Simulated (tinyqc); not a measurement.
Charge control and current of a heterostructure field-effect transistor. Inputs raised by 5 %, one at a time. Computed by tinyqc, a small Python program. Command: `OMP_NUM_THREADS=1 python tinyqc.py 3030778 3030779 out.jsonl hemt sens`. One thread of a shared host (Intel(R) Xeon(R) Processor @ 2.30GHz), about 0.02 s of CPU time with the checks.

Two subbands in a triangular well; E_F is counted from the conduction band edge of the channel at the interface.

Inputs (values chosen for the exercise, modelled on AlGaN/GaN): channel mass m = 0.2 m_0; permittivity eps (barrier and channel) = 9.48; barrier thickness d = 22 nm; Schottky barrier phi_B = 1.3 eV; conduction band offset dE_c = 0.53 eV; polarisation charge sigma/e = 2e+13 1/cm^2; gate voltage V_G = 0 V; mobility mu = 1700 cm^2/(V s); saturation velocity v_s = 1.1 1e7 cm/s; gate length L = 210 nm; source resistance R_S = 0.15 ohm mm; temperature T = 300 K; mixing = 0.3; iteration cap = 200.

Charge source: polarisation. Velocity law: smooth.

Constants: e = 1.602176634e-19 C; eps_0 = 8.8541878128e-12 F/m; k_B = 8.617333262e-05 eV/K; hbar = 1.054571817e-34 J s; m_0 = 9.1093837015e-31 kg; k_B = 1.380649e-23 J/K.

Method:
- Threshold V_T = phi_B - dE_c - sigma d/(eps eps_0) (in volts); C_b = eps eps_0/d.
- Charge control: n_s = C_b (V_G - V_T - E_F/e)/e. Well: mean field F = e n_s/(2 eps eps_0), E_i = (hbar^2/2m)^(1/3) [(3 pi e F/2)(i + 3/4)]^(2/3), i = 0, 1; n_s = D k_B T sum_i ln(1 + exp((E_F - E_i)/k_B T)), D = m/(pi hbar^2), which is solved in closed form for E_F.
- Iteration from n_s = C_b (V_G - V_T)/(2e): E_F from n_s, n_out from the charge control, n_new = n_s + mixing (n_out - n_s), kept above n_s/10; stop when |n_out/n_s - 1| < 1e-9.
- C_g = e dn_s/dV_G = 1/(1/C_b + 1/C_q), 1/C_q = d(E_F/e)/d(e n_s) by a central difference of +/- 0.1 % in n_s; added distance dd = eps eps_0/C_q.
- With V = e n_s/C_g and V_c = v_s L/mu: for v = mu F/(1 + mu F/v_s), V_Dsat = V_c (sqrt(1 + 2V/V_c) - 1) and I/W = C_g v_s (V - V_Dsat); g_m = dI/dV; extrinsic g_m/(1 + g_m R_S); f_T = g_m/(2 pi C_g L).

Runs; columns: (1) input moved; (2) from; (3) to; (4) sheet density n_s (1/cm^2); (5) saturation current I/W (mA/mm); (6) extrinsic g_m (mS/mm); (7) intrinsic f_T (GHz):
```
(1)                                       (2)      (3)         (4)     (5)     (6)     (7)
base run                                    -        -  1.6754e+13  2441.5  338.38  75.467
permittivity eps (barrier and channel)   9.48    9.954  1.6632e+13  2411.1  352.78  75.252
barrier thickness d (nm)                   22     23.1  1.6899e+13  2475.2  324.84  75.677
Schottky barrier phi_B (eV)               1.3    1.365  1.6608e+13  2418.4  338.20  75.433
polarisation charge sigma/e (1/cm^2)    2e+13  2.1e+13  1.7692e+13  2591.3  339.47  75.675
mobility mu (cm^2/(V s))                 1700     1785  1.6754e+13  2452.7  339.18  75.656
saturation velocity v_s (1e7 cm/s)        1.1    1.155  1.6754e+13  2551.6  353.54  79.037
gate length L (nm)                        210    220.5  1.6754e+13  2430.1  337.55  71.689
```

Exponents ln(y'/y) / ln(x'/x):
```
input                                   sheet density n_s  saturation current I/W  extrinsic g_m  intrinsic f_T
permittivity eps (barrier and channel)             -0.150                  -0.256          0.855         -0.058
barrier thickness d                                 0.177                   0.281         -0.837          0.057
Schottky barrier phi_B                             -0.178                  -0.195         -0.011         -0.009
polarisation charge sigma/e                         1.117                   1.220          0.066          0.056
mobility mu                                         0.000                   0.094          0.049          0.051
saturation velocity v_s                             0.000                   0.904          0.898          0.947
gate length L                                       0.000                  -0.096         -0.050         -1.053
```

Among the inputs moved here: sheet density n_s answers most in size to polarisation charge sigma/e (exponent +1.117), next to Schottky barrier phi_B (-0.178); its exponent is below 0.0005 for mobility mu, saturation velocity v_s, gate length L. saturation current I/W answers most in size to polarisation charge sigma/e (exponent +1.220), next to saturation velocity v_s (+0.904). Extrinsic g_m answers most in size to saturation velocity v_s (exponent +0.898), next to permittivity eps (barrier and channel) (+0.855). Intrinsic f_T answers most in size to gate length L (exponent -1.053), next to saturation velocity v_s (+0.947).

Caution (all rows): E_F lies above the conduction band minimum of the barrier, so electrons would spill into the barrier.

Extremes, crossings and ranges named in words are read from the listed rows.
